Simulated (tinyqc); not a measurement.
FinFET, parasitic resistance, capacitance and delay: two steps of the calculation.

Nf fins under one contact; each has gated perimeter p = 2 Hf + Wf and cross-section A = Hf Wf; contact width Wc = Nf pf, stack height Hs = Hf. Contact length Lc = CPP - Lg - 2 Lsp, shared by two neighbouring gates. Source and drain sides are equal. The formulas are first-order estimates, not field solutions.

Inputs (values chosen for the exercise); values close to those of silicon logic devices:
- T = 300 K (temperature)
- Nf = 1 (number of fins)
- Hf = 35 nm (fin height)
- Wf = 8 nm (fin width)
- pf = 42 nm (fin pitch)
- CPP = 70 nm (contacted gate pitch)
- Lg = 14 nm (gate length)
- Lsp = 8 nm (spacer length)
- rc = 3.2e-9 ohm cm^2 (contact resistivity)
- re = 0.00041 ohm cm (resistivity of the source-drain epitaxy)
- te = 30 nm (current-carrying depth of the epitaxy)
- rx = 0.00074 ohm cm (resistivity of the extension)
- Cinv = 2.2 uF/cm^2 (inversion capacitance)
- vx = 1.3e7 cm/s (injection velocity)
- mu = 140 cm^2/(V s) (apparent mobility)
- VT = 0.28 V (threshold at zero drain voltage)
- dl = 0.03 V/V (barrier lowering)
- n = 1.3 (subthreshold factor)
- Vdd = 0.65 V (supply voltage)

Constants: q = 1.602176634e-19 C, kB = 1.380649e-23 J/K, Vt = kB T/q. Results are converted to the units shown.

Task 1. Geometry and resistances. Epitaxy sheet resistance Rsh = re/te, transfer length LT = sqrt(rc/Rsh), contact Rc = [sqrt(rc Rsh)/Wc] coth(Lc/(2 LT)); extension of one fin Rx = rx Lsp/A. Effective width N p; for equal currents one side has Rc + Rx/N.

Find: Lc; effective width; Rsh; LT; Rc; Rx; one side times effective width.

Result 1.

Lc = 40.000 nm
effective width = 78.000 nm
Rsh = 136.67 ohm
LT = 48.389 nm
Rc = 402.40 ohm
Rx = 211.43 ohm
one side times effective width = 47.879 ohm um

Task 2. Fin currents at Vgs = Vdd, Vds = Vdd/2. One fin: I = p Q vx u/(1 + |u|^1.8)^(1/1.8), Q = Cinv n Vt ln(1 + exp((Vg' - VT + dl Vd')/(n Vt))), u = Vd' mu/(vx Lg), Vg' = Vgs - v, Vd' = Vds - 2 v, with the drop on each side v = Rc (sum of I) + Rx I. I(new) = I(out).

I at the start (uA): fin 1 0
Rc = 402.40239 ohm
Rx = 211.42857 ohm

Find: drop v; I(out); I after iteration 1.

Result 2.

drop v (mV): fin 1 0
I(out) (uA): fin 1 76.83
I after iteration 1 (uA): fin 1 76.83

Numbers from tinyqc (`OMP_NUM_THREADS=1 python tinyqc.py 2170156 2170157 out.jsonl`; about 0.04 s on one thread of a shared Intel Xeon 2.30GHz).
